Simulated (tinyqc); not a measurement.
A log to judge: self-heating of a transistor with one or more fingers, with temperature-dependent conductivity. Computed by tinyqc. Command: `OMP_NUM_THREADS=1 python tinyqc.py 3029541 3029542 out.jsonl selfheat walk`. One thread of a shared host (Intel(R) Xeon(R) Processor @ 2.30GHz), about 0.2 s of CPU time with the checks.

N long parallel fingers lie on the top face of a slab whose bottom is held at T_0; the top is otherwise insulated, and heat flows in two dimensions. P in W/mm is 1000 P in W/m.

Inputs (values chosen for the exercise, modelled on gallium nitride):
```
quantity                                      value        unit
conductivity at the base temperature kappa_0    192     W/(m K)
exponent m in kappa ~ T^-m                     1.41           -
base temperature T_0                            300           K
power per gate width P                          5.1        W/mm
fingers N                                         4           -
finger pitch s                                   20  micrometre
width of the heat source w                     0.11  micrometre
substrate thickness t                           200  micrometre
power coefficient beta                          1.9      1e-3/K
```

Power: power rises with temperature.

Method:
- A line source of power P on the top face raises the top at distance x by (P/(pi kappa_0)) g(x), g(x) = -ln tanh(pi x/(4 t)) (the image sum for the slab). On a strip of width w the centre sees the mean of g over the strip, g_0 = 1 + ln(8 t/(pi w)) for w much below t.
- theta_i = (P/(pi kappa_0)) [g_0 + sum over j != i of g(|i - j| s)], with equal powers and constant conductivity; thermal resistance = largest theta/P.
- Kirchhoff transformation for kappa = kappa_0 (T/T_0)^-m: T = T_0 [1 - (m - 1) theta/T_0]^(-1/(m - 1)), where theta is the linear rise.
- The power follows P [1 + beta (T - T_0)] with T the peak temperature, for all fingers alike. Start at T_0 and repeat; stop when T changes by less than 1e-6 K, after 50 steps, or when the bracket falls below 0.05.

Iterations:
```
step  power (W/mm)    T (K)  change (K)
1           5.1000   500.68      200.68
2           7.0446   628.66      127.97
3           8.2847   735.59      106.93
4           9.3208   845.70      110.11
5          10.3878   985.01      139.32
6          11.7378  1212.40      227.38
7          13.9411  1776.95      564.56
8          19.4117  6746.91     4969.96
```

Can the last value be used, and what does the course show?

No. Not converged: the change grows again, so heat and power feed each other with a loop gain above 1. No steady state lies ahead: thermal runaway of the model, not a fault of the solver. Reruns converge with power per gate width P = 2.5; or with power per gate width P = 1.3; or with substrate thickness t = 100.0. Reruns still fail with finger pitch s = 40.0.
